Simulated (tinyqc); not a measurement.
One anharmonic mode: perturbation theory, self-consistent phonons and exact levels: one step, computed by the program tinyqc. Command: `OMP_NUM_THREADS=1 python tinyqc.py 3013114 3013115 out.jsonl scp walk`. One thread of a shared host (Intel(R) Xeon(R) Processor @ 2.30GHz), about 0.04 s of CPU time with the checks.

V(x) = k x^2/2 + b x^4 for one coordinate x of mass M. A constant K > 0 gives hbar Omega = sqrt((hbar^2/u) K/M) with K in eV/angstrom^2 and M in u.

Question. Shape of the double well. Minima at x_0 = sqrt(-k/(4 b)), depth k^2/(16 b), curvature -2k there.

Inputs (values chosen for the exercise, for a model mode): mode mass M = 38.2 u; harmonic constant k = -4.83 eV/angstrom^2; quartic constant b = 376 eV/angstrom^4.

Shape: double well.

Constants: hbar^2/u = 4.18015928e-03 eV angstrom^2.

Give: x_0; well depth; harmonic quantum in a well; depth / zero-point energy of a well.

Answer.

x_0 = 0.05667 angstrom

well depth = 3.878 meV

harmonic quantum in a well = 32.51 meV

depth / zero-point energy of a well = 0.2385

The zero-point energy exceeds the depth, so the ground state spreads over the barrier.
